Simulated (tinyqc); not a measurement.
Worked calculation: admittance spectroscopy and thermally stimulated current of one trap level in a depletion layer. Computed by tinyqc, a small Python program that keeps every step. Command: `OMP_NUM_THREADS=1 python tinyqc.py 3114261 3114262 out.jsonl admit walk`. One thread of a shared host (Intel(R) Xeon(R) Processor @ 2.30GHz), about 0.01 s of CPU time with the checks. Intermediate numbers are printed to about 7 digits and carried at full precision; extremes and crossings named in words are read from the listed rows.

A Schottky junction on n-type material holds one donor-like electron trap; shallow donors are fully ionised and abrupt depletion edges are assumed.

Inputs (values chosen for the exercise, modelled on n-type germanium): dielectric constant eps = 16.3; density-of-states mass m = 0.562 m_0; shallow doping N = 1.2e+15 1/cm^3; trap density N_t = 8.5e+13 1/cm^3; trap depth E_t below the band = 0.216 eV; capture cross section sigma = 7.9e-17 cm^2; band bending V_b = 0.4 V; test frequency f = 50000 Hz; heating rate beta = 0.062 K/s.

Constants: k_B = 1.380649e-23 J/K; m_0 = 9.1093837015e-31 kg; h = 6.62607015e-34 J s; k_B = 8.617333262e-05 eV/K; eps_0 = 8.8541878128e-12 F/m; e = 1.602176634e-19 C.

## Temperature of the peak

N_c = 2 (2 pi m k_B T/h^2)^(3/2), v_th = sqrt(3 k_B T/m), emission rate e_n = sigma v_th N_c exp(-E_t/(k_B T)). Where the level crosses the Fermi level capture equals emission, so the trap follows the signal with the rate 2 e_n; G/omega peaks at omega = 2 e_n (the correction for large N_t/N is left out). Solve 2 e_n(T_p) = 2 pi f.

peak temperature T_p = 231.8849 K

N_c at T_p = 7.184612e+18 1/cm^3

e_n at T_p = 157079.6 1/s

E_c - E_F = k_B T_p ln(N_c/N) = 0.1737935 eV

## The capacitance step

With E_c - E_F = k_B T_p ln(N_c/N): lambda = sqrt(2 eps eps_0 (E_t - (E_c - E_F))/(e^2 N)); traps are empty and charged for x < x_t = w - lambda, and V_b = e (N w^2 + N_t x_t^2)/(2 eps eps_0). High frequency: C_hf = eps eps_0/w. Low frequency: C_lf = eps eps_0 (N + N_t)/(N w + N_t x_t).

lambda = 251.7253 nm

depletion width w = 762.9030 nm

crossing point x_t = 511.1777 nm

C_hf = 18.91764 nF/cm^2

C_lf = 19.33975 nF/cm^2

step (C_lf - C_hf)/C_hf = 0.02231296

small-N_t estimate (N_t/N)(lambda/w) = 0.02337197

Reading N_t/N straight from the step would give 0.0223 against the true 0.0708: the factor lambda/w must be known.

## Scan in temperature at fixed frequency

With x = omega/(2 e_n): C = C_hf + (C_lf - C_hf)/(1 + x^2), G/omega = (C_lf - C_hf) x/(1 + x^2); C_hf and C_lf are held at their values at T_p.

Admittance:
```
T (K)  omega/(2 e_n)  C (nF/cm^2)  G/omega (nF/cm^2)
204.1       5.622685     18.93058          0.0727706
213.3       3.031096     18.95908          0.1255898
220.3       1.956082     19.00510          0.1710806
227.2       1.301758     19.07429          0.2039222
231.9       0.999166     19.12887          0.2110543
236.5       0.778525     19.18046          0.2046086
243.5       0.541520     19.24404          0.1767496
252.8       0.344028     19.29508          0.1298490
264.3       0.204451     19.32281          0.0828378
```

The peak of G/omega is half the step, 0.211 nF/cm^2. Its full width is near 2 ln(2 + sqrt3) k_B T_p^2/(E_t + 2 k_B T_p) = 47.7 K.

## Arrhenius plot

T_p for 0.1, 0.3, 1, 3 and 10 f; least-squares lines of ln(e_n/T^2) and of ln(e_n) against 1/(k_B T), e_n = pi f; sigma = exp(intercept)/(v_th N_c/T^2).

Peaks:
```
f (Hz)   T_p (K)  1/(k_B T) (1/eV)  ln(e_n/T^2)   ln(e_n)
5000    196.1691          59.15568    -0.896031   9.66192
15000   211.8351          54.78091     0.048919  10.76054
50000   231.8849          50.04430     1.072026  11.96451
150000  253.4717          45.78231     1.992616  13.06312
500000  281.7477          41.18762     2.985069  14.26709
```

depth from e_n/T^2 = 0.216 eV

cross section from the intercept = 7.90e-17 cm^2

depth without the T^2 = 0.2562130 eV

Leaving out T^2 adds 40 meV, near 2 k_B T_p = 40 meV.

## Thermally stimulated current

Thermally stimulated current without retrapping: filled share n(T) = exp(-(1/beta) int e_n dT), current proportional to e_n n; the peak obeys beta (E_t/(k_B T^2) + 2/T) = e_n(T). The integral starts at 0.5 T_m and uses 4000 trapezoid steps to 1.2 T_m. Chen's first-order estimate from the full width W = T_2 - T_1 between the half-height points: E = 2.52 k_B T_m^2/W - 2 k_B T_m.

peak temperature T_m = 99.60926 K

lower half-height T_1 = 94.63845 K

upper half-height T_2 = 103.1996 K

filled share at T_m = 0.3923571

E_t/(k_B T_m) = 25.16409

symmetry factor (T_2 - T_m)/(T_2 - T_1) = 0.4193740

depth by Chen's formula = 0.2345091 eV

The slow ramp empties the trap at 100 K, far below the admittance peak at 232 K, since the rate asked for is 0.017 per second instead of 160000. Chen's formula, made for a constant prefactor, gives 19 meV more than E_t.

Checks made by the program: C_lf against dQ/dV by differences (relative difference below 1e-10); depth recovered (relative difference below 1e-10); peak of the integrated curve (relative difference 2e-05).
